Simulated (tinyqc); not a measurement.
Raman shift of the zone-centre optical phonon of a diamond-structure crystal under stress: one step, computed by the program tinyqc.

Axes x, y, z are the cube axes. Strain shifts the threefold optical mode and can split it; p, q and r are the phonon deformation potentials.

Question. Mean shift and Grueneisen parameter. gamma = -(p + 2q)/(6 omega_0^2); the mean of the three shifts is -gamma omega_0 x (volume strain).

Inputs (values chosen for the exercise, for a model crystal): unstrained frequency omega_0 = 533 1/cm; p/omega_0^2 = -1.26; q/omega_0^2 = -2.31.

Stress state: biaxial. Axis: [110].

volume strain = 1.337793 per mille

Give: mode Grueneisen parameter gamma; mean shift.

Answer.

mode Grueneisen parameter gamma = 0.98

mean shift = -0.69878 1/cm
